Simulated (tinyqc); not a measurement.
Deep-level transient spectroscopy: one step of the calculation.

Schottky contact on an n-type layer with shallow donors Nd (all ionised) and a donor-like deep trap, neutral when filled and positive when empty; depletion approximation. Traps within lam of the depletion edge stay filled. A long pulse to Vp fills the traps beyond x1 = Wp - lam; back at Vr those between x1 and x2 = Wr - lam emit. A rate window reads S = C(t2) - C(t1).

Task. Peak temperature. Fixed-point step for en(T) = ew: T(new) = (Et q/kB)/ln(sn g T^2/ew), g = vth Nc/(300 K)^2.

Values chosen for this exercise; material values close to those of gallium nitride:

| symbol | value | unit | meaning |
|---|---|---|---|
| Nc | 2.27e18 | cm^-3 | conduction-band density of states at 300 K |
| vth | 2.6e7 | cm/s | thermal velocity at 300 K |
| Et | 0.16 | eV | depth of the trap below the conduction edge |
| sn | 4.4e-14 | cm^2 | capture cross-section |

Constants: q = 1.602176634e-19 C, kB = 1.380649e-23 J/K. Results are converted to the units shown.

ew = 51.168558 1/s
T at the start = 300 K

Give: T after step 1.

Result.

T after step 1 = 75.323 K

Numbers from tinyqc (`OMP_NUM_THREADS=1 python tinyqc.py 2050025 2050026 out.jsonl`; about 0.01 s on one thread of a shared Intel Xeon 2.30GHz).
